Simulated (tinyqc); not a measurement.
Inside a calculation. Model: resistance of a source-drain extension with a graded tip.

Computed by the program tinyqc: `OMP_NUM_THREADS=1 python tinyqc.py 2282060 2282061 out.jsonl`, one thread of a shared Intel Xeon 2.30GHz, about 0.04 s for the whole run. Printed values are rounded.

y runs along the channel, the gate covers y > 0. The doping is N0 for y < y0 and N0 10^(-(y - y0)/la) beyond, uniform over the depth xj. Sheet conductance s(y) = q mu(N) max(N - Nch, 0) xj + (for y > 0) ma Cox Vo, with mu(N) = u0 + (u1 - u0)/(1 + (N/Nr)^au) and Cox = eps0 eox/tox. Current is taken as one-dimensional; depletion of the tip, spreading and the contact are left out. The metallurgical junction lies at yj, where N = Nch.

Inputs (values chosen for the exercise); mobility law close to that of holes in silicon:
- eox = 22.1 (relative permittivity of the gate insulator (close to hafnium oxide))
- tox = 10 nm (insulator thickness)
- N0 = 1.4e20 cm^-3 (active doping of the extension far from the gate)
- la = 6.6 nm/decade (lateral abruptness)
- y0 = -1 nm (position under the gate where the fall begins (gate edge at 0))
- xj = 16 nm (depth of the extension)
- Nch = 1.5e18 cm^-3 (channel doping)
- Vo = 0.44 V (gate overdrive)
- ma = 40 cm^2/(V s) (mobility of the gate-induced layer)
- u1 = 470.5 cm^2/(V s) (mobility at low doping)
- u0 = 44.9 cm^2/(V s) (mobility at high doping)
- Nr = 2.23e17 cm^-3 (reference doping)
- au = 0.719 (exponent)
- Lg = 40 nm (gate length)

Constants: q = 1.602176634e-19 C, eps0 = 8.8541878128e-14 F/cm where lengths are in cm. Results are converted to the units shown.

## Sheet resistances and junction position

yj = y0 + la log10(N0/Nch); sheet resistance of the full extension 1/[q mu(N0)(N0 - Nch) xj] and of the gate-induced layer 1/(ma Cox Vo); metallurgical length Lg - 2 yj; ye is where the doped and the gate-induced conductances are equal.

yj = 12.0022 nm
sheet resistance of the extension = 574.768 ohm/square
sheet resistance of the induced layer = 29036.6 ohm/square
metallurgical length = 15.9955 nm
ye = 10.2276 nm
N at ye = 2.78600e18 cm^-3

The gate takes over 1.77 nm before the junction, where N is still 1.86 times the channel doping.

## Resistance of the overlapped part

Midpoint rule on 10 equal steps from 0 to yj: R_ov = sum h/s(y), per width.

```
point    y (nm)   N (cm^-3)  doped conductance (uS)  sheet resistance (ohm/square)
0      0.600112  8.01100e19                 1027.75                        941.450
1       1.80034  5.27029e19                 697.020                        1367.13
2       3.00056  3.46723e19                 475.443                        1961.24
3       4.20078  2.28103e19                 325.828                        2775.72
4       5.40101  1.50065e19                 223.614                        3875.16
5       6.60123  9.87247e18                 152.545                        5348.06
6       7.80146  6.49492e18                 101.822                        7338.83
7       9.00168  4.27289e18                 64.2472                        10133.1
8       10.2019  2.81106e18                 34.9996                        14401.2
9       11.4021  1.84934e18                 10.8554                        22077.7
```

R_ov = 84.279 ohm um

The exact integral is 85.111 ohm um; the coarse sum is 0.98 % below it.
